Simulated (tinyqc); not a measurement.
# MOS inversion layer, Poisson-Schroedinger loop: effect of the temperature

Electrons confined at an insulator interface at z = 0, treated as a hard wall; parabolic valleys, Hartree approximation, no image or exchange terms. The depletion charge lies far deeper than the electrons and gives a uniform field q Nd/(eps0 eps_r); the gate balances all charge. Energies are counted from the band edge at the interface.

Schroedinger equation -(C/mz) psi'' + (V0 + U + dE for set B) psi = E psi, C = hbar^2/(2 m0), psi(0) = 0, on a uniform mesh of 800 nodes with a far wall at 23 nm, 8 levels a set; V0 = q Nd z/(eps0 eps_r); dU/dz = q (Ns - integral of n from 0 to z)/(eps0 eps_r), U(0) = 0; N_k = g md m0 q Vt/(pi hbar^2) ln(1 + exp((EF - E_k)/Vt)), g the number of valleys of the set, sum N_k = Ns. Triangular well: E_k = a_k (C F^2/mz)^(1/3), a_1 = 2.338107, a_2 = 4.087949, C = hbar^2/(2 m0), F in eV/nm. Fang-Howard (all electrons in the lowest level of set A): b^3 = 6 (mz1/C) q (Nd + 11 Ns/32)/(eps0 eps_r), centroid 3/b, level C b^2/(4 mz1) + (3/b) q (Nd + 11 Ns/16)/(eps0 eps_r). The centroid adds 3.9 z_av/eps_r to an oxide-equivalent thickness.

Inputs (values chosen for the exercise); masses and permittivity close to those of silicon (100): relative permittivity eps_r = 11.8; mass along z of valley set A (2 valley(s)) mz1 = 0.917 m0; in-plane density-of-states mass of set A md1 = 0.19 m0; mass along z of valley set B (4 valley(s)) mz2 = 0.187 m0; in-plane density-of-states mass of set B md2 = 0.416 m0; sheet density of electrons Ns = 6.4e12 cm^-2; sheet density of depletion charge Nd = 1e12 cm^-2; extra shift of set B (strain) dE = 0.09 eV.

Constants: q = 1.602176634e-19 C, kB = 1.380649e-23 J/K, hbar = 1.054571817e-34 J s, m0 = 9.1093837015e-31 kg, Vt = kB T/q, eps0 = 8.8541878128e-14 F/cm where lengths are in cm, hbar^2/(2 m0) = 0.0380998212 eV nm^2. Results are converted to the units shown.

The same in every row: Fang-Howard centroid (nm) = 1.56.

Results:
```
T (K)  A1 (meV)  B1 (meV)  EF (meV)  share of A1 (%)  share of set A (%)  centroid z_av (nm)  added oxide equivalent (nm)
20          165       311       205              100                 100                1.47                        0.485
50          165       312       205             99.7                 100                1.47                        0.486
77          165       312       205             98.8                 100                1.49                        0.491
120         165       314       204             96.4                 100                1.52                        0.503
200         166       318       200             90.9                99.8                1.62                        0.534
400         169       331       180             74.9                94.7                1.95                        0.644
500         170       337       164             66.8                90.1                2.14                        0.707
```

Estimate the missing row, T = 300 K.

Computed row:
```
T (K)  A1 (meV)  B1 (meV)  EF (meV)  share of A1 (%)  share of set A (%)  centroid z_av (nm)  added oxide equivalent (nm)
300         167       324       192             83.2                98.2                1.77                        0.585
```

With this row back in the table: As T goes from 20 to 500, A1 rises from 165 to 170 meV, the share of A1 falls from 100 to 66.8 % and the centroid rises from 1.47 to 2.14 nm. EF lies more than 2 meV above A1 for T = 20, 50, 77, 120, 200, 300, 400. The Fang-Howard centroid is 6.4 % above the full one in the first row, where A1 holds 100 %, and 27 % below it in the last, where A1 holds 66.8 %.

Program tinyqc, `OMP_NUM_THREADS=1 python tinyqc.py 2160157 2160158 out.jsonl`; Intel Xeon 2.30GHz, shared host, one thread, about 1 s.
